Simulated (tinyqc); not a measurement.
# Specific resistance of a metal-semiconductor contact and its transmission-line measurement, step by step

A worked calculation. Computed by tinyqc, a small Python program that keeps every step. Command: `OMP_NUM_THREADS=1 python tinyqc.py 3022623 3022624 out.jsonl contact walk`. One thread of a shared host (Intel(R) Xeon(R) Processor @ 2.30GHz), about 0.01 s of CPU time with the checks. Intermediate numbers are printed to about 5 digits and carried at full precision; extremes and crossings named in words are read from the listed rows.

The barrier is parabolic (depletion approximation), energies E are normal energies counted from the band edge in the neutral semiconductor (downwards for holes), and the bias is zero. xi is an input, held fixed when other inputs move.

Inputs (values chosen for the exercise, modelled on n-type In0.53Ga0.47As):
```
quantity                                         value          unit
tunnelling mass m                                0.043           m_0
permittivity eps                                  13.9             -
Richardson constant A*                            4.94  A/(cm^2 K^2)
barrier height phi_B                              0.19            eV
doping N                                         4e+18        1/cm^3
Fermi level above the band edge in the bulk, xi   0.15            eV
temperature T                                      200             K
sheet resistance R_sh                              260           ohm
contact length d                                  0.14    micrometre
contact width W                                    4.5    micrometre
```

Image-force lowering: left out.

Constants: hbar = 1.054571817e-34 J s; eps_0 = 8.8541878128e-12 F/m; m_0 = 9.1093837015e-31 kg; k_B = 8.617333262e-05 eV/K; e = 1.602176634e-19 C.

## Tunnelling energy and barrier

E_00 = (e hbar/2) sqrt(N/(eps eps_0 m)); band bending E_b = phi_B + xi; depletion width w = sqrt(2 eps eps_0 E_b/(e^2 N)).

E_00 = 48.030 meV

E_00/k_B T = 2.7868

depletion width = 11.427 nm

barrier used, above the bulk band edge = 0.34 eV

By the usual rule this is thermionic-field emission (0.5 to 5 k_B T).

## Transmission and supply

WKB transmission for E < E_b, with a = E/E_b: D = exp{-(E_b/E_00) [sqrt(1 - a) - a ln((1 + sqrt(1 - a))/sqrt(a))]}; D = 1 above. f = 1/(1 + exp((E - xi)/k_B T)).

E, D, f and D f at E/E_b = 0.05, 0.15, 0.3, 0.45, 0.6, 0.75, 0.9, 0.98:
```
E/E_b  E (eV)           D           f         D f
0.05   0.0170  2.1796e-03  9.9956e-01  2.1786e-03
0.15   0.0510  8.0230e-03  9.9681e-01  7.9974e-03
0.30   0.1020  3.4975e-02  9.4186e-01  3.2942e-02
0.45   0.1530  1.0963e-01  4.5659e-01  5.0056e-02
0.60   0.2040  2.6963e-01  4.1758e-02  1.1259e-02
0.75   0.2550  5.3629e-01  2.2549e-03  1.2093e-03
0.90   0.3060  8.5868e-01  1.1720e-04  1.0064e-04
0.98   0.3332  9.8669e-01  2.4185e-05  2.3863e-05
```

Among these points D f is largest at E/E_b = 0.45; for a non-degenerate tail the peak lies at E/E_b = 1/cosh^2(E_00/k_B T) = 0.015, but it cannot fall far below the Fermi level.

## Specific contact resistance

At zero bias 1/rho_c = (e A*/k_B^2) int D(E) f(E) dE, f = 1/(1 + exp((E - xi)/k_B T)); 200 Gauss-Legendre points from 0 to E_b, and k_B T ln(1 + exp((xi - E_b)/k_B T)) for the part above the barrier; the share of tunnelling is the part below.

specific contact resistance rho_c = 2.8388e-07 ohm cm^2

share of tunnelling = 99.995 %

rho_c by thermionic emission alone = 0.0053507 ohm cm^2

Tunnelling lowers rho_c by a factor 18800. The field-emission exponent (E_b - xi)/E_00 is 4.0, the thermionic one (E_b - xi)/k_B T is 11.0.

## Current crowding

Transmission-line model: transfer length L_T = sqrt(rho_c/R_sh); R_c = (R_sh L_T/W) coth(d/L_T). Limits: rho_c/(W d) for d << L_T, sqrt(rho_c R_sh)/W for d >> L_T.

transfer length L_T = 0.33043 micrometre

d/L_T = 0.42369

contact resistance R_c = 47.725 ohm

R_c W = 214.76 ohm micrometre

short-contact limit = 45.061 ohm

long-contact limit = 19.092 ohm

The contact is about one transfer length long, between the two limits.

## A transmission-line measurement read back

Transmission-line model: transfer length L_T = sqrt(rho_c/R_sh); R_c = (R_sh L_T/W) coth(d/L_T). Two contacts a gap s apart give R = 2 R_c + R_sh s/W. A straight-line fit gives R_sh from the slope and R_c from the intercept; the simple reading takes L_x = R_c W/R_sh as the transfer length and rho_c = R_sh L_x^2.

Resistances:
```
gap s (micrometre)  R (ohm)
0.83                 143.41
1.70                 193.67
3.30                 286.12
6.60                 476.78
13.00                846.56
```

L_x = 0.82601 micrometre

rho_c by the simple reading = 1.7740e-06 ohm cm^2

simple reading over true value = 6.2490

The simple reading is 6.25 times too high, the factor coth^2(d/L_T): it holds only for d above about 2 L_T.

Checks made by the program: closed WKB exponent against numerical integration over the parabolic barrier (relative difference below 1e-10).
